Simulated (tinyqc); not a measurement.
RHF in the sto-6g basis, for H3+, spin multiplicity 1, step by step. Computed by tinyqc, a small Python program that keeps every step (integrals from PySCF). Settings: charge = 1, multiplicity = 1, basis = sto-6g, energy threshold = 1e-09, iteration cap = 90, orthogonalisation = symmetric, start = random, DIIS depth = 4, shift = 1.0, method = RHF. Command: `OMP_NUM_THREADS=1 python tinyqc.py 28999 29000 out.jsonl` (the two numbers bound the seeds that draw the settings). One thread of a shared host (Intel(R) Xeon(R) Processor @ 2.60GHz), about 0.04 s of CPU time with the checks. Later iterations appear only in the table of the cycle.

## One-electron integrals

Geometry (angstrom):
```
atom,x,y,z
H,0.000000,0.000000,0.000000
H,0.000000,0.000000,1.517000
H,0.000000,1.313000,0.758000
```

Basis sto-6g: exponents (1/bohr^2) and contraction coefficients of normalised primitives:
```
element,l (shell),exponent,coefficient
H,s (1),35.523221,0.009164
H,s (1),6.513144,0.049361
H,s (1),1.822143,0.168538
H,s (1),0.625955,0.370563
H,s (1),0.243077,0.416492
H,s (1),0.100112,0.130334
```

Overlap, kinetic and nuclear-attraction integrals over the contracted functions; the nuclear repulsion is the sum of Za Zb / Rab.

nuclear repulsion = 1.04679716 hartree

overlap S:
```
,1H 1s,2H 1s,3H 1s
1H 1s,1.000000,0.250638,0.250966
2H 1s,0.250638,1.000000,0.250785
3H 1s,0.250966,0.250785,1.000000
```

kinetic energy T (hartree):
```
,1H 1s,2H 1s,3H 1s
1H 1s,0.768522,0.007555,0.007635
2H 1s,0.007555,0.768522,0.007591
3H 1s,0.007635,0.007591,0.768522
```

nuclear attraction V (hartree):
```
,1H 1s,2H 1s,3H 1s
1H 1s,-1.934830,-0.419262,-0.419880
2H 1s,-0.419262,-1.934718,-0.419540
3H 1s,-0.419880,-0.419540,-1.934921
```

core Hamiltonian H = T + V (hartree):
```
,1H 1s,2H 1s,3H 1s
1H 1s,-1.166308,-0.411707,-0.412245
2H 1s,-0.411707,-1.166196,-0.411949
3H 1s,-0.412245,-0.411949,-1.166399
```

## Two-electron integrals

Functions are numbered as in S; the eight-fold symmetry (ij|kl) = (ji|kl) = (kl|ij) leaves the list below.

Two-electron integrals (ij|kl) in chemists' order, unique and non-zero (hartree):
```
i,j,k,l,(ij|kl)
1,1,1,1,0.774999
2,1,1,1,0.133563
2,1,2,1,0.035480
2,2,1,1,0.342316
2,2,2,1,0.133563
2,2,2,2,0.774999
3,1,1,1,0.133774
3,1,2,1,0.029886
3,1,2,2,0.093240
3,1,3,1,0.035580
3,2,1,1,0.093194
3,2,2,1,0.029866
3,2,2,2,0.133658
3,2,3,1,0.029903
3,2,3,2,0.035525
3,3,1,1,0.342501
3,3,2,1,0.093156
3,3,2,2,0.342399
3,3,3,1,0.133774
3,3,3,2,0.133658
3,3,3,3,0.774999
```

## Orthogonalisation

S = U s U^T; symmetric (Loewdin) form X = U s^(-1/2) U^T, so that X^T S X = 1.

eigenvalues of S: 0.749013  0.749394  1.501593

X:
```
,1H 1s,2H 1s,3H 1s
1H 1s,1.042233,-0.112978,-0.113196
2H 1s,-0.112978,1.042194,-0.113076
3H 1s,-0.113196,-0.113076,1.042264
```

## Starting guess

The start is random orthonormal orbitals; D = 2 C_occ C_occ^T.

D at the start:
```
,1H 1s,2H 1s,3H 1s
1H 1s,0.011344,0.152473,-0.052578
2H 1s,0.152473,2.049381,-0.706693
3H 1s,-0.052578,-0.706693,0.243691
```

## Iteration 1: building the Fock matrix

J_ij = sum D_kl (ij|kl), K_ij = sum D_kl (ik|jl); F = H + J - 0.5 K; E = tr D H + tr D J / 2 - 0.25 tr D K + E_nn.

Coulomb J (hartree):
```
,1H 1s,2H 1s,3H 1s
1H 1s,0.688736,0.263402,0.188311
2H 1s,0.263402,1.517605,0.263296
3H 1s,0.188311,0.263296,0.719883
```

exchange K (hartree):
```
,1H 1s,2H 1s,3H 1s
1H 1s,0.074596,0.246657,0.007247
2H 1s,0.246657,1.446006,0.052049
3H 1s,0.007247,0.052049,0.068210
```

Fock matrix F (hartree):
```
,1H 1s,2H 1s,3H 1s
1H 1s,-0.514870,-0.271634,-0.227558
2H 1s,-0.271634,-0.371594,-0.174677
3H 1s,-0.227558,-0.174677,-0.480621
```

total energy of this density = -0.39516580 hartree

## Iteration 1: diagonalisation and new density

A level shift of 1 hartree raises the virtual space: F + shift (S - S D(s) S), with D(s) the density of one spin (D/2). Diagonalise F' = X^T F X, C = X C', fill 1 alpha and 1 beta electrons from the bottom; D = 2 C_occ C_occ^T. Each column has its largest component positive (the first on a tie).

F' = X^T F X (hartree):
```
,1,2,3
1,0.519409,-0.306244,-0.057725
2,-0.306244,-0.247795,0.160363
3,-0.057725,0.160363,0.508855
```

orbital energies (hartree): MO1 -0.375099, MO2 0.460692, MO3 0.694876

coefficients C:
```
,MO1,MO2,MO3
1H 1s,0.235688,0.487867,0.904580
2H 1s,0.959666,-0.209407,-0.383287
3H 1s,-0.297587,0.809985,-0.606038
```

D after iteration 1:
```
,1H 1s,2H 1s,3H 1s
1H 1s,0.111097,0.452363,-0.140275
2H 1s,0.452363,1.841918,-0.571168
3H 1s,-0.140275,-0.571168,0.177116
```

## Iteration 2: building the Fock matrix

As before.

Coulomb J (hartree):
```
,1H 1s,2H 1s,3H 1s
1H 1s,0.754130,0.266948,0.193195
2H 1s,0.266948,1.468156,0.258263
3H 1s,0.193195,0.258263,0.700056
```

exchange K (hartree):
```
,1H 1s,2H 1s,3H 1s
1H 1s,0.206921,0.349468,0.025921
2H 1s,0.349468,1.397495,0.095748
3H 1s,0.025921,0.095748,0.043493
```

Fock matrix F (hartree):
```
,1H 1s,2H 1s,3H 1s
1H 1s,-0.515638,-0.319494,-0.232011
2H 1s,-0.319494,-0.396787,-0.201560
3H 1s,-0.232011,-0.201560,-0.488090
```

total energy of this density = -0.52257284 hartree

## Iteration 2: DIIS over 2 matrices

error matrix X^T (FDS - SDF) X:
```
,1,2,3
1,0.000000,-0.371806,0.108851
2,0.371806,0.000000,0.148959
3,-0.108851,-0.148959,0.000000
```

B (overlaps of the stored error matrices):
```
,1,2
1,1.9257126e-01,2.5433771e-01
2,2.5433771e-01,3.4455398e-01
```

Minimise |sum c_i e_i|^2 with sum c_i = 1: solve [B -1; -1 0][c; lambda] = [0; -1] with B_ij = tr e_i^T e_j, and take F = sum c_i F_i.

DIIS coefficients: 3.171067  -2.171067

extrapolated F (hartree):
```
,1H 1s,2H 1s,3H 1s
1H 1s,-0.513201,-0.167727,-0.217891
2H 1s,-0.167727,-0.316897,-0.116313
3H 1s,-0.217891,-0.116313,-0.464405
```

## Iteration 2: diagonalisation and new density

As before.

F' = X^T F X (hartree):
```
,1,2,3
1,0.423398,-0.349760,-0.051666
2,-0.349760,-0.175804,0.138834
3,-0.051666,0.138834,0.536954
```

orbital energies (hartree): MO1 -0.349234, MO2 0.461178, MO3 0.672603

coefficients C:
```
,MO1,MO2,MO3
1H 1s,0.330806,0.588944,0.809654
2H 1s,0.913718,-0.343836,-0.398266
3H 1s,-0.271928,0.738562,-0.701781
```

D after iteration 2:
```
,1H 1s,2H 1s,3H 1s
1H 1s,0.218865,0.604526,-0.179910
2H 1s,0.604526,1.669761,-0.496931
3H 1s,-0.179910,-0.496931,0.147890
```

## Iteration 3: building the Fock matrix

As before.

Coulomb J (hartree):
```
,1H 1s,2H 1s,3H 1s
1H 1s,0.812586,0.268488,0.198364
2H 1s,0.268488,1.414718,0.253383
3H 1s,0.198364,0.253383,0.692959
```

exchange K (hartree):
```
,1H 1s,2H 1s,3H 1s
1H 1s,0.317772,0.401741,0.044164
2H 1s,0.401741,1.324982,0.113963
3H 1s,0.044164,0.113963,0.036902
```

Fock matrix F (hartree):
```
,1H 1s,2H 1s,3H 1s
1H 1s,-0.512607,-0.344090,-0.235963
2H 1s,-0.344090,-0.413969,-0.215548
3H 1s,-0.235963,-0.215548,-0.491891
```

total energy of this density = -0.60725838 hartree

## Iteration 3: DIIS over 3 matrices

error matrix X^T (FDS - SDF) X:
```
,1,2,3
1,0.000000,-0.363323,0.129280
2,0.363323,0.000000,0.184177
3,-0.129280,-0.184177,0.000000
```

B (overlaps of the stored error matrices):
```
,1,2,3
1,1.9257126e-01,2.5433771e-01,2.5701845e-01
2,2.5433771e-01,3.4455398e-01,3.5318589e-01
3,2.5701845e-01,3.5318589e-01,3.6527710e-01
```

As before.

DIIS coefficients: 4.138338  -7.762418  4.624079

extrapolated F (hartree):
```
,1H 1s,2H 1s,3H 1s
1H 1s,-0.498443,-0.235171,-0.231861
2H 1s,-0.235171,-0.371978,-0.154989
3H 1s,-0.231861,-0.154989,-0.474756
```

## Iteration 3: diagonalisation and new density

As before.

F' = X^T F X (hartree):
```
,1,2,3
1,0.391545,-0.486996,-0.055981
2,-0.486996,-0.154074,0.079862
3,-0.055981,0.079862,0.544259
```

orbital energies (hartree): MO1 -0.441152, MO2 0.501252, MO3 0.721630

coefficients C:
```
,MO1,MO2,MO3
1H 1s,0.430661,0.346156,0.898072
2H 1s,0.848060,-0.349605,-0.519895
3H 1s,-0.197736,0.905576,-0.502739
```

D after iteration 3:
```
,1H 1s,2H 1s,3H 1s
1H 1s,0.370938,0.730452,-0.170314
2H 1s,0.730452,1.438410,-0.335383
3H 1s,-0.170314,-0.335383,0.078199
```

## Iteration 27 (converged): orbitals

converged F (hartree):
```
,1H 1s,2H 1s,3H 1s
1H 1s,-0.517828,-0.371631,-0.371986
2H 1s,-0.371631,-0.517762,-0.371789
3H 1s,-0.371986,-0.371789,-0.517884
```

Diagonalise F' = X^T F X, C = X C', fill 1 alpha and 1 beta electrons from the bottom; D = 2 C_occ C_occ^T. Each column has its largest component positive (the first on a tie).

F' = X^T F X (hartree):
```
,1,2,3
1,-0.409954,-0.214910,-0.215206
2,-0.214910,-0.409969,-0.215041
3,-0.215206,-0.215041,-0.409946
```

orbital energies (hartree): MO1 -0.840061, MO2 -0.195082, MO3 -0.194726

coefficients C:
```
,MO1,MO2,MO3
1H 1s,0.471161,-0.643922,-0.689347
2H 1s,0.471053,0.918873,-0.213311
3H 1s,0.471249,-0.274682,0.902435
```

D after iteration 27:
```
,1H 1s,2H 1s,3H 1s
1H 1s,0.443986,0.443884,0.444068
2H 1s,0.443884,0.443782,0.443966
3H 1s,0.444068,0.443966,0.444151
```

## Convergence

Stop when the energy changes by less than 1e-09 hartree and every element of the error matrix X^T (F D S - S D F) X is below 9e-06.

Course of the cycle:
```
iteration,E (hartree),change,largest element of the error matrix
1,-0.39516580,-,2.94e-01
2,-0.52257284,-1.27e-01,3.72e-01
3,-0.60725838,-8.47e-02,3.63e-01
4,-0.72047148,-1.13e-01,3.08e-01
5,-0.87051200,-1.50e-01,2.73e-01
6,-1.02569902,-1.55e-01,2.15e-01
7,-1.09552002,-6.98e-02,1.35e-01
8,-1.10700781,-1.15e-02,9.17e-02
9,-1.11464651,-7.64e-03,5.35e-02
10,-1.11716677,-2.52e-03,3.26e-02
11,-1.11811989,-9.53e-04,1.98e-02
12,-1.11847329,-3.53e-04,1.20e-02
13,-1.11860359,-1.30e-04,7.26e-03
14,-1.11865160,-4.80e-05,4.41e-03
15,-1.11866931,-1.77e-05,2.68e-03
16,-1.11867585,-6.54e-06,1.63e-03
17,-1.11867827,-2.42e-06,9.89e-04
18,-1.11867916,-8.92e-07,6.01e-04
19,-1.11867949,-3.30e-07,3.65e-04
20,-1.11867961,-1.22e-07,2.22e-04
21,-1.11867965,-4.49e-08,1.35e-04
22,-1.11867967,-1.66e-08,8.20e-05
23,-1.11867968,-6.13e-09,4.98e-05
24,-1.11867968,-2.27e-09,3.03e-05
25,-1.11867968,-8.37e-10,1.84e-05
26,-1.11867968,-3.09e-10,1.12e-05
27,-1.11867968,-1.14e-10,6.80e-06
```

PySCF RHF in the same basis = -1.11867968 hartree

Converged in 27 iterations.

## Populations, bond orders and dipole

Mulliken: Z minus the diagonal of D S on the atom; Loewdin: the same with S^(1/2) D S^(1/2); Mayer order: 2 sum_s sum (D(s) S)_ij (D(s) S)_ji over the two atoms.

Charges (e):
```
atom,Mulliken,Loewdin
1H,0.333314,0.333314
2H,0.333624,0.333624
3H,0.333062,0.333062
```

Mayer bond orders:
```
pair,order
2-1,0.444264
3-1,0.444638
3-2,0.444431
```

dipole moment about the origin, x y z (debye): 0.000000  2.100493  3.643560
